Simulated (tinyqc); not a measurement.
Inputs raised by 2 %, one at a time: rapid thermal processing of a wafer: radiative balance, ramp and cooling, pattern effects, pyrometer error and spike budget. Computed by tinyqc, a small Python program. Command: `OMP_NUM_THREADS=1 python tinyqc.py 3113608 3113609 out.jsonl rtp sens`. One thread of a shared host (Intel(R) Xeon(R) Processor @ 2.30GHz), about 0.1 s of CPU time with the checks.

The wafer is opaque and uniform through its thickness unless said otherwise; temperatures in formulas are in kelvin (C + 273.15). sigma = 5.670374419e-12 W/(cm^2 K^4).

Inputs (values chosen for the exercise, modelled on a hot silicon wafer):
```
quantity                                              value         unit
wafer thickness d                                       625   micrometre
heat capacity per volume C                             2.25   J/(cm^3 K)
thermal conductivity k                                 0.26     W/(cm K)
emissivity eps of each face                            0.64            -
reflectivity of the chamber walls r                    0.26            -
gas heat-transfer coefficient h, both faces together    5.8  mW/(cm^2 K)
wall temperature T_w                                    350            K
process temperature                                     852            C
starting temperature                                    450            C
ramp rate                                                61          K/s
pyrometer wavelength                                    0.9   micrometre
error of the assumed emissivity                         2.8            %
activation energy of the process E_a                    2.7           eV
```

Constants: k_B = 8.617333262e-05 eV/K; h = 6.62607015e-34 J s; c = 299792458 m/s; k_B = 1.380649e-23 J/K.

Method:
- Effective emissivity between parallel grey plates: eps_eff = 1/(1/eps + 1/(1 - r) - 1). Loss per area q(T) = 2 eps_eff sigma (T^4 - T_w^4) + h (T - T_w).
- Absorbed power during a ramp = q(T) + C d x ramp rate; thermal time constant tau = C d/(dq/dT), dq/dT = 8 eps_eff sigma T^3 + h; natural cooling rate q/(C d); front-to-back difference under one-sided heating at the end of the ramp = (absorbed power) d/(2 k).
- Cooling with the lamps off: C d dT/dt = -q(T), integrated adaptively (relative tolerance 1e-10).
- Spike anneal: linear ramp to the peak, then lamps off. Equivalent time at the peak = int exp(-(E_a/k_B)(1/T - 1/T_peak)) dt; estimate (k_B T^2/E_a)(1/ramp rate + 1/cooling rate). The ramp part uses 4000 trapezoid steps, the cooling part 4000 steps over 4 tau.
- Time within 50 K of the peak from the same curves.
- Signal proportional to eps/(exp(c2/(lambda T)) - 1), c2 = h c/k_B. If the assumed emissivity is too high by the given error, the reading T' solves (1 + error)/(exp(c2/(lambda T')) - 1) = 1/(exp(c2/(lambda T)) - 1). Wien estimate: T' - T = -lambda T^2 ln(1 + error)/c2. Process rates go as exp(-E_a/(k_B T)).

Runs; columns: (1) input moved; (2) from; (3) to; (4) holding power q (W/cm^2); (5) time constant tau (s); (6) equivalent time, total (s); (7) reading less true temperature (K):
```
(1)                                                                  (2)     (3)     (4)     (5)     (6)      (7)
base run                                                               -       -  13.904  3.5546  1.0451  -2.1826
emissivity eps of each face                                         0.64  0.6528  14.057  3.5059  1.0406  -2.1826
reflectivity of the chamber walls r                                 0.26  0.2652  13.857  3.5697  1.0465  -2.1826
gas heat-transfer coefficient h, both faces together (mW/(cm^2 K))   5.8   5.916  13.994  3.5442  1.0422  -2.1826
ramp rate (K/s)                                                       61   62.22  13.904  3.5546  1.0330  -2.1826
activation energy of the process E_a (eV)                            2.7   2.754  13.904  3.5546  1.0251  -2.1826
thermal conductivity k (W/(cm K))                                   0.26  0.2652  13.904  3.5546  1.0451  -2.1826
error of the assumed emissivity (%)                                  2.8   2.856  13.904  3.5546  1.0451  -2.2256
```

Exponents ln(y'/y) / ln(x'/x):
```
input                                                 holding power q  time constant tau  equivalent time, total  reading less true temperature
emissivity eps of each face                                     0.553             -0.696                  -0.218                          0.000
reflectivity of the chamber walls r                            -0.170              0.215                   0.067                          0.000
gas heat-transfer coefficient h, both faces together            0.326             -0.148                  -0.141                          0.000
ramp rate                                                       0.000              0.000                  -0.590                          0.000
activation energy of the process E_a                            0.000              0.000                  -0.979                          0.000
thermal conductivity k                                          0.000              0.000                   0.000                          0.000
error of the assumed emissivity                                 0.000              0.000                   0.000                          0.984
```

Among the inputs moved here: holding power q answers most in size to emissivity eps of each face (exponent +0.553), next to gas heat-transfer coefficient h, both faces together (+0.326); its exponent is below 0.0005 for ramp rate, activation energy of the process E_a, thermal conductivity k, error of the assumed emissivity. Time constant tau answers most in size to emissivity eps of each face (exponent -0.696), next to reflectivity of the chamber walls r (+0.215); its exponent is below 0.0005 for ramp rate, activation energy of the process E_a, thermal conductivity k, error of the assumed emissivity. Equivalent time, total answers most in size to activation energy of the process E_a (exponent -0.979), next to ramp rate (-0.590); its exponent is below 0.0005 for thermal conductivity k, error of the assumed emissivity. Reading less true temperature answers most in size to error of the assumed emissivity (exponent +0.984); its exponent is below 0.0005 for emissivity eps of each face, reflectivity of the chamber walls r, gas heat-transfer coefficient h, both faces together, ramp rate, activation energy of the process E_a, thermal conductivity k.
